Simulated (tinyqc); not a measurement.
What moves the results: two electrons on one impurity (helium-like model). A value that a table varies takes the place of the one given here.

Units Ha* = 2 Ry m/eps^2 and a* = a0 eps/m. One electron is bound by Z^2/2. Two electrons in the singlet built from exp(-a r) and exp(-b r): S = 8 (ab)^(3/2)/(a + b)^3, h_aa = a^2/2 - Z a, h_bb alike, h_ab = S (ab/2 - Z (a + b)/2), J = ab (a^2 + 3ab + b^2)/(a + b)^3, K = 20 (ab)^3/(a + b)^5, E = (h_aa + h_bb + 2 S h_ab + J + K)/(1 + S^2). For a = b this is a^2 - 2 Z a + 5a/8. Real double donors are deeper, since the central cell is left out.

Constants: e^2/(4 pi eps0) = 14.39964547 eV angstrom.

Values chosen for the exercise (near those of impurities in cubic GaN; the results hold for these values, not for the real material): m = 0.204 m0 (one mean mass); eps = 9.3 (dielectric constant); Zs = (0.98, 1.06, 1.21, 1.44, 1.87, 2.64, 4.01) (charges); a_lat = 4.5 angstrom (lattice constant); Eg = 3.309 eV (gap); ED = 24.6 meV (donor binding); EA = 118.3 meV (acceptor binding); W0 = 1.7 x 1e7/s (rate at zero distance); kind = same (sublattices of donor and acceptor); shells = (266, 428, 735, 1702, 1800, 2535, 3604) (shell numbers).

## Effective charge

Ha* = 64.1822 meV

Binding of the first electron, of the second (-E - Z^2/2) with equal and with unequal orbitals, and U, the first less the second (unequal).

Results (meV):

| Z | first | second, equal | second, unequal | a/b | U | U/(Z Ha*) |
|---|---|---|---|---|---|---|
| 0.98 | 30.8 | -2.22 | 0.46 | 3.92 | 30.4 | 0.483 |
| 1.06 | 36.1 | -0.20 | 2.25 | 3.19 | 33.8 | 0.497 |
| 1.21 | 47.0 | 4.71 | 6.91 | 2.62 | 40.1 | 0.516 |
| 1.44 | 66.5 | 15.05 | 17.05 | 2.22 | 49.5 | 0.536 |
| 1.87 | 112.2 | 43.47 | 45.30 | 1.90 | 66.9 | 0.558 |
| 2.64 | 223.7 | 124.03 | 125.73 | 1.65 | 97.9 | 0.578 |
| 4.01 | 516.0 | 361.44 | 363.06 | 1.47 | 153.0 | 0.594 |

Equal orbitals bind a second electron only above Z = (5/16)/(1 - 1/sqrt2) = 1.067; unequal ones do so in 7 of the 7 rows. Their gain is 2.68 meV in the first row and 1.62 in the last, while the second binding grows to 363 meV, so the gain decides the matter only near Z = 1. U grows almost linearly with Z: U/(Z Ha*) goes from 0.483 to 0.594, towards 5/8, while the first binding grows as Z^2. Angular correlation is left out: at Z = 1 this function binds the second electron by 0.0133 Ha*, half the exact 0.0278.

## Pair lines (donor-acceptor pair recombination)

h nu = Eg - ED - EA + q/(eps R), q = e^2/(4 pi eps0); shell j lies at R = a_lat sqrt(j/2) for the same sublattice and a_lat sqrt(j/2 - 5/16) for opposite ones (on the same sublattice shells 14, 30, 46, 56, 62, ... are empty, where 2j has the form 4^a (8b + 7)); rate W = W0 exp(-2R/aD) with the donor radius aD = q/(2 eps ED). Polarisation and overlap terms, which matter for close pairs, are left out.

Energy, rate and lifetime for each shell.

Lines:

| shell | R (angstrom) | Coulomb (meV) | h nu (eV) | step to the next shell (meV) | 1/W (microsecond) |
|---|---|---|---|---|---|
| 266 | 51.90 | 29.8 | 3.1959 | 0.056 | 1.59 |
| 428 | 65.83 | 23.5 | 3.1896 | 0.027 | 3.86 |
| 735 | 86.27 | 17.9 | 3.1840 | 0.024 | 14.1 |
| 1702 | 131.27 | 11.8 | 3.1779 | 0.0035 | 247 |
| 1800 | 135.00 | 11.5 | 3.1776 | 0.0032 | 313 |
| 2535 | 160.21 | 9.7 | 3.1758 | 0.0019 | 1.55e+03 |
| 3604 | 191.02 | 8.1 | 3.1742 | 0.0011 | 1.10e+04 |

limit for distant pairs = 3.1661 eV
aD = 31.5 angstrom

The lines crowd together, on average as R^-3: the step falls from 0.056 to 0.0011 meV, so distant pairs merge into a band. Close pairs emit higher and 6.92e+03 times faster over this table, so the band shifts to lower energy with delay and to higher energy with stronger pumping. All these lines lie below Eg, and R/aD runs from 1.6 up.

tinyqc: `OMP_NUM_THREADS=1 python tinyqc.py 1251085 1251086 out.jsonl`; about 0.02 s, one thread, shared Intel(R) Xeon(R) Processor @ 2.30GHz.
